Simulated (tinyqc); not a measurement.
What moves the response: phonon-assisted absorption at an indirect gap.

alpha(E) = sum_j A_j [N_j (E - Eg + w_j)^2 + (N_j + 1)(E - Eg - w_j)^2], each bracket counted only where its base is positive; N_j = 1/(exp(w_j/kB T) - 1). The first term absorbs a phonon and the second emits one; excitons and direct transitions are left out.

Photodiode (Gaertner form with a dead layer): QE = (1 - R) exp(-alpha xj) [1 - exp(-alpha W)/(1 + alpha L)], R = ((nr - 1)/(nr + 1))^2; responsivity = QE/E in A/W for E in eV.

Constants: kB = 8.617333262e-05 eV/K.

Parameters, chosen for this exercise (loosely those of Si at room temperature; Eg is not tied to T; the results hold for these values, not for the real material): Eg = 1.138 eV (indirect gap, held fixed unless listed); w = (59, 18.1) meV (two zone-edge phonons); A = (2600, 700) 1/(cm eV^2) (their strengths); T = 300 K; E = 1.576 eV (photon energy); nr = 3.61 (refractive index); xj = 0.36 micrometre (dead layer at the surface); W = 7.9 micrometre (depleted width); L = 19 micrometre (minority diffusion length below it).

At the energy E.

One parameter was then changed.

Results before and after:
```
case     alpha (1/cm)      QE
base            877.6  0.5350
changed         877.6  0.4789
```

Which of these changes was made? (a) xj = 0.72 micrometre; (b) T = 350 K; (c) Eg = 1.118 eV; (d) W = 15.8 micrometre; (e) L = 9.5 micrometre; (f) nr = 3.79.

Answer: (e) L = 9.5 micrometre. Of the candidates, run in turn, only this one gives the changed row.

All candidates:
```
case                  alpha (1/cm)      QE
base                         877.6  0.5350
Eg = 1.118 eV                965.5  0.5483
T = 350 K                    991.3  0.5517
W = 15.8 micrometre          877.6  0.5967
L = 9.5 micrometre           877.6  0.4789
xj = 0.72 micrometre         877.6  0.5183
nr = 3.79                    877.6  0.5202
```

Run: tinyqc, `OMP_NUM_THREADS=1 python tinyqc.py 1681554 1681555 out.jsonl`; Intel(R) Xeon(R) Processor @ 2.30GHz, one thread, shared host; about 0.01 s of CPU time with all checks.
